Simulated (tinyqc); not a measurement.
Worked calculation: Hueckel theory of the pi electrons, for the molecule [CH2]c1ccccc1 (SMILES; centres numbered as the heavy atoms are written). One step of it, computed by the program tinyqc.

Problem. Energy, charges, bond orders. E = sum n x; q_r = z_r - P_rr; bond order p = P_rs; free valence = sqrt(3) - sum of p over the bonds of the atom.

x values: 2.101003  1.259280  1.000000  0.000000  -1.000000  -1.259280  -2.101003

occupations: 2.000000  2.000000  2.000000  1.000000  0.000000  0.000000  0.000000

charge and bond-order matrix P, lower triangle:
```
           1C         2C         3C         4C        5C        6C        7C
1C   1.000000
2C   0.635034   1.000000
3C   0.000000   0.522554   1.000000
4C  -0.112480   0.000000   0.705037   1.000000
5C   0.000000  -0.224960   0.000000   0.635034  1.000000
6C  -0.112480   0.000000  -0.294963   0.000000  0.635034  1.000000
7C   0.000000   0.522554   0.000000  -0.294963  0.000000  0.705037  1.000000
```

Centres:
```
centre  z_r, pi electrons of the neutral centre         h
1C                                            1  0.000000
2C                                            1  0.000000
3C                                            1  0.000000
4C                                            1  0.000000
5C                                            1  0.000000
6C                                            1  0.000000
7C                                            1  0.000000
```

Bonds:
```
i  j  k
1  2  1
2  3  1
3  4  1
4  5  1
5  6  1
6  7  1
7  2  1
```

Give: pi energy = 7 alpha + this times beta; pi charges; Bond orders and lengths from R = 1.517 - 0.180 p; free valence of the carbons; gap between the highest filled and the next level.

Solution.

pi energy = 7 alpha + this times beta = 8.721

pi charges: 1C 0.000, 2C 0.000, 3C 0.000, 4C 0.000, 5C 0.000, 6C 0.000, 7C 0.000

Bond orders and lengths from R = 1.517 - 0.180 p (angstrom, C-C alone):
```
bond      p      R
1-2   0.635  1.403
2-3   0.523  1.423
3-4   0.705  1.390
4-5   0.635  1.403
5-6   0.635  1.403
6-7   0.705  1.390
7-2   0.523  1.423
```

free valence of the carbons: 1C 1.097, 2C 0.052, 3C 0.504, 4C 0.392, 5C 0.462, 6C 0.392, 7C 0.504

gap between the highest filled and the next level = 1.000 |beta|
